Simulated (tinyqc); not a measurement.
# A six-terminal Hall bar with edge channels and a constriction, Landauer-Buettiker equations: effect of the constriction

Contacts 1 (source) and 4 (drain) end the bar; 2 and 3 lie on the upper edge, 6 and 5 on the lower edge, with a constriction between 2 and 3 (and between 6 and 5). Carriers run 1 to 2 to 3 to 4 to 5 to 6 to 1 in M channels. The constriction passes Tc from 2 to 3 and from 5 to 6, and turns M - Tc from 2 to 6 and from 5 to 3. Signs are those of positive carriers; V4 = 0.

I_i = (q^2/h) [M V_i - sum_j T_ij V_j], with I_1 = I, V_4 = 0 and no current at 2, 3, 5, 6. R(a,b) = (V_a - V_b)/I.

Inputs (values chosen for the exercise): edge channels, spin counted singly M = 6; current from contact 1 to contact 4 I = 100 nA.

Constants: q = 1.602176634e-19 C, h = 6.62607015e-34 J s. Results are converted to the units shown.

The same in every row: R(2,6) (kohm) = 4.302.

Results:

| Tc | R(1,4) (kohm) | R(2,3) (kohm) | R(2,5) (kohm) | R(3,6) (kohm) |
|---|---|---|---|---|
| 0.75 | 34.42 | 30.11 | 34.42 | -25.81 |
| 1.5 | 17.21 | 12.91 | 17.21 | -8.604 |
| 3 | 8.604 | 4.302 | 8.604 | 0 |
| 3.75 | 6.883 | 2.581 | 6.883 | 1.721 |
| 4.5 | 5.736 | 1.434 | 5.736 | 2.868 |
| 5.25 | 4.917 | 0.6146 | 4.917 | 3.688 |
| 6 | 4.302 | 0 | 4.302 | 4.302 |

Estimate the missing row, Tc = 2.25.

Computed row:

| Tc | R(1,4) (kohm) | R(2,3) (kohm) | R(2,5) (kohm) | R(3,6) (kohm) |
|---|---|---|---|---|
| 2.25 | 11.47 | 7.170 | 11.47 | -2.868 |

With this row back in the table: The Hall resistance R(2,6) stays at 4.3021 kohm = (h/q^2)/6, whatever the constriction does. The longitudinal R(2,3) falls from 30.1 to 0 kohm and vanishes without back-scattering, while the two-terminal R(1,4) falls only to 4.3021 kohm. R(3,6) changes sign at Tc = M/2 = 3.

tinyqc, about 0.01 s, one thread, Intel Xeon 2.30GHz (shared host): `OMP_NUM_THREADS=1 python tinyqc.py 2700120 2700121 out.jsonl`
